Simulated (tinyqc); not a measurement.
Electroplating on a thin resistive seed layer: kinetics, Wagner number and the terminal effect across a wafer. Changing the bath conductivity kappa. Computed by tinyqc, a small Python program. Command: `OMP_NUM_THREADS=1 python tinyqc.py 3120529 3120530 out.jsonl terminal sweep`. One thread of a shared host (Intel(R) Xeon(R) Processor @ 2.30GHz), about 0.06 s of CPU time with the checks.

Current enters the seed at the rim. The bath is treated as a local resistance per area (no lateral flow in the liquid), two electrons per ion, molar volume 7.11 cm^3/mol, Faraday constant F = e N_A, kinematic viscosity 0.01 cm^2/s, omega = 2 pi x rpm/60; k_B T/e is in volts.

Inputs (values chosen for the exercise, of the order of those for copper plating on a thin cobalt or ruthenium seed):
```
quantity                               value         unit
wafer radius R                            10           cm
seed thickness t                          33           nm
seed resistivity                          24  microohm cm
gap to the anode h                        10           cm
extra resistance of a porous plate         0     ohm cm^2
exchange current density i_0            0.14      mA/cm^2
cathodic transfer coefficient alpha     0.87            -
mean current density                      13      mA/cm^2
diffusivity of the metal ion         6.1e-06       cm^2/s
metal ion concentration                 0.55        mol/L
rotation rate                             30          rpm
temperature T                            298            K
```

Constants: e = 1.602176634e-19 C; N_A = 6.02214076e+23 1/mol; k_B = 8.617333262e-05 eV/K.

Method:
- Growth rate = i V_m/(2 F). Levich limit i_L = 0.62 x 2 F D^(2/3) omega^(1/2) nu^(-1/6) c. Tafel overpotential eta = (k_B T/(alpha e)) ln(i/i_0); kinetic resistance k_B T/(alpha e i); bath resistance h/kappa + plate; R_s = resistivity/t; Wagner number = kinetic resistance x kappa/R.
- Linearised: with R_t = kinetic + bath resistance the current density obeys (1/r)(r i')' = i R_s/R_t, so i = A I_0(r/l), l = sqrt(R_t/R_s); with x = R/l, edge/centre = I_0(x) and edge/mean = x I_0(x)/(2 I_1(x)).
- Voltage drop in the seed for a uniform current: i R_s R^2/4.
- Full model: seed potential phi(r) with (1/r)(r phi')' = R_s i, where i solves phi = R_b i + (k_B T/(alpha e)) ln(i/i_0) (phi being the driving voltage left at r); phi'(0) = 0 and phi'(R) = R_s i_mean R/2. Solved by collocation to a tolerance of 1e-7.

One run for each value:
```
bath conductivity kappa (S/cm)  edge over centre, full model  Wagner number  bath resistance R_b (ohm cm^2)
0.010                                                   1.19         0.0023                            1000
0.032                                                   1.67         0.0073                             312
0.058                                                   2.34         0.0132                             172
0.100                                                   3.72         0.0227                             100
0.190                                                   8.01         0.0431                              53
0.330                                                  18.09         0.0749                              30
0.600                                                  43.23         0.1362                              17
```

Give the missing row, bath conductivity kappa (S/cm) = 0.018.

Computed row:
```
bath conductivity kappa (S/cm)  edge over centre, full model  Wagner number  bath resistance R_b (ohm cm^2)
0.018                                                   1.35         0.0041                             556
```

Interpolating between the two neighbouring rows (the first column on a logarithmic scale, the others too where they are positive) misses most in edge over centre, full model, by 4.2 %. Over the rows, edge over centre, full model rises from 1.19 to 43.2 (exponent d ln y / d ln x 0.22 between the first rows and 1.5 between the last); Wagner number rises from 0.00227 to 0.136 (exponent d ln y / d ln x about 1.0 throughout); bath resistance R_b (ohm cm^2) falls from 1000 to 16.7 (exponent d ln y / d ln x about -1.00 throughout). A less conductive bath evens out the terminal effect, although it lowers the Wagner number, which measures only kinetics against the bath.

Caution (rows 0.600): at the rim the current nears the limiting value, which would flatten the real profile.
